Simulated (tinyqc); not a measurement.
Recursion (Haydock) method for the local density of states: impurity site of a cubic lattice: sweeps and comparisons. A value that a table varies takes the place of the one given here.

One orbital a site at energy 0, hopping -t to the 6 nearest neighbours of a cubic lattice; the start u0 is a site in the bulk, with energy V. Recursion: a_n = <u_n|H|u_n>, b_(n+1) u_(n+1) = (H - a_n) u_n - b_n u_(n-1), b > 0. G(z) = 1/(z - a0 - b1^2/(z - a1 - b2^2/(...))), z = E + i eta. After n levels the tail is b_n^2 T with the square-root terminator T = (z - sqrt(z - 2b) sqrt(z + 2b))/(2 b^2), b = 3t so that the band edges lie at -/+ 6t.

Reference: the closed form for a chain (bulk 1/sqrt(z^2 - 4t^2), end site (z - sqrt(z^2 - 4t^2))/(2t^2)), averaged over 400 points (j + 1/2) pi/400 in each remaining direction with z shifted by 2t cos k, then G/(1 - V G).

Values chosen for the exercise: t = 0.99 eV (hopping); V = 4.3 eV (shift of the starting site); eta = 0.05 eV (broadening); n = 5 (levels kept); E = -3.07 eV (energy).

## How many levels, and whether to terminate

Energies as fractions of the half width 6t.

Density (1/eV):

| fraction | E (eV) | 2 levels | 4 levels | 7 levels | 7, no terminator | reference |
|---|---|---|---|---|---|---|
| -1.10 | -6.534 | 0.0003 | 0.0003 | 0.0003 | 0.0003 | 0.0003 |
| -0.90 | -5.346 | 0.0045 | 0.0049 | 0.0047 | 0.0139 | 0.0047 |
| -0.60 | -3.564 | 0.0109 | 0.0100 | 0.0103 | 0.0035 | 0.0104 |
| -0.35 | -2.079 | 0.0167 | 0.0167 | 0.0162 | 0.0033 | 0.0152 |
| -0.15 | -0.891 | 0.0227 | 0.0249 | 0.0256 | 0.0026 | 0.0254 |
| 0.00 | 0.000 | 0.0284 | 0.0301 | 0.0307 | 0.0027 | 0.0303 |
| 0.15 | 0.891 | 0.0358 | 0.0347 | 0.0338 | 0.4576 | 0.0348 |
| 0.35 | 2.079 | 0.0500 | 0.0457 | 0.0450 | 0.0036 | 0.0434 |
| 0.60 | 3.564 | 0.0821 | 0.0858 | 0.0879 | 0.0331 | 0.0865 |
| 0.90 | 5.346 | 0.2201 | 0.2088 | 0.2210 | 0.0496 | 0.2183 |
| 1.10 | 6.534 | 0.0250 | 0.0254 | 0.0255 | 0.0251 | 0.0255 |

Largest errors against the reference: 0.0066 (2 levels), 0.0095 (4), 0.0027 (7) and 0.423 without terminator, which leaves seven broadened spikes in place of a band. With seven levels the error is largest at E = 5.35 eV, on the flank of the level or resonance that V = 4.3 eV makes near the band edge. The error does not fall at every step in the number of levels.

## Bound state above the band

A level solves G0(E) = 1/V for E above the band, G0 being the fraction for V = 0 with m levels and terminator; a dash: none.

Level (eV):

| V/t | V (eV) | 3 levels | 7 levels |
|---|---|---|---|
| 0.5 | 0.495 | - | - |
| 1.0 | 0.990 | - | - |
| 2.0 | 1.980 | - | - |
| 3.0 | 2.970 | - | - |
| 3.5 | 3.465 | - | - |
| 4.0 | 3.960 | 5.9453 | 5.9406 |
| 4.5 | 4.455 | 6.0818 | 6.0744 |
| 6.0 | 5.940 | 7.0339 | 7.0329 |
| 8.0 | 7.920 | 8.7018 | 8.7017 |

threshold V/t with 7 levels = 3.971

In three dimensions G0 is finite at the edge: a level needs V/t above 3.957 (from the closed form of the Watson integral); seven levels give 3.971. At V = 8t three and seven levels give 8.7018 and 8.7017 eV.

## What each setting does

G at z = E + i eta with n levels and terminator. Each row changes one parameter from the base and keeps the others.

Results:

| case | Re G (1/eV) | density (1/eV) |
|---|---|---|
| base | -0.1467 | 0.0115 |
| t = 1.089 eV | -0.1456 | 0.0129 |
| V = 4.8 eV | -0.1372 | 0.0100 |
| n = 6 | -0.1464 | 0.0116 |
| E = -2.87 eV | -0.1500 | 0.0122 |
| eta = 0.1 eV | -0.1462 | 0.0118 |

The largest shifts from the base row, up to three for each result and ties (the steps differ in size, so this ranks the rows, not the parameters). Re G (1/eV): V +0.0095, E -0.0033, t +0.0011. density (1/eV): V -0.0015, t +0.0013, E +0.0007.

(tinyqc, `OMP_NUM_THREADS=1 python tinyqc.py 1450574 1450575 out.jsonl`, Intel(R) Xeon(R) Processor @ 2.30GHz, 1 thread, shared host, about 0.1 s.)
